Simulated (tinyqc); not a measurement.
Leaving out one process at a time: Debye-Callaway model of lattice thermal conductivity. Computed by tinyqc, a small Python program. Command: `OMP_NUM_THREADS=1 python tinyqc.py 3027166 3027167 out.jsonl callaway walk`. One thread of a shared host (Intel(R) Xeon(R) Processor @ 2.30GHz), about 0.01 s of CPU time with the checks.

Three acoustic branches with one velocity v, cut at omega_D = k_B Theta/hbar; x = hbar omega/(k_B T). v and Theta are separate inputs: Theta cuts off the heat-carrying modes, so C need not reach 3 k_B/V. gamma is an effective value that sets the umklapp rate.

Inputs (values chosen for the exercise, modelled on magnesium oxide): sound velocity v = 6820 m/s; Debye temperature Theta = 750 K; volume per atom V = 9.34 angstrom^3; mean atomic mass M = 20.15 u; effective Grueneisen parameter gamma = 3.42; umklapp exponent divisor b = 3; alloy fraction f = 0.22; mass difference Delta M = 8.95 u; Casimir length L = 810 micrometre; temperature T = 150 K.

Sample: crystal. Point defects: alloy. Normal processes: left out.

Constants: k_B = 1.380649e-23 J/K; hbar = 1.054571817e-34 J s; u = 1.6605390666e-27 kg.

Method:
- For a random alloy on all sites Gamma = f (1 - f) (Delta M/M)^2, with M the mean mass; strain-field scattering is left out. A = V Gamma/(4 pi v^3).
- Rates: point defects A omega^4; umklapp B omega^2 T exp(-Theta/(b T)) with B = hbar gamma^2/(M v^2 Theta). Boundaries: v/L.
- kappa_1 = c int tau_C g dx, g = x^4 e^x/(e^x - 1)^2, c = (k_B/(2 pi^2 v)) (k_B T/hbar)^3, over 0 < x < min(Theta/T, 40), by 96 Gauss-Legendre points in s with x = x_max s^2; tau_C = tau_R, the inverse of the summed rates, and kappa = kappa_1.

Rayleigh coefficient A = 7.93226e-44 s^3

Conductivity at T:
```
case                   kappa (W/(m K))  ratio to all
all processes                   75.356             1
without point defects           201.62        2.6755
without boundaries              78.095        1.0363
without umklapp                 415.03        5.5076
```

Removing umklapp raises kappa most, by a factor 5.51; removing boundaries gives only 1.04.
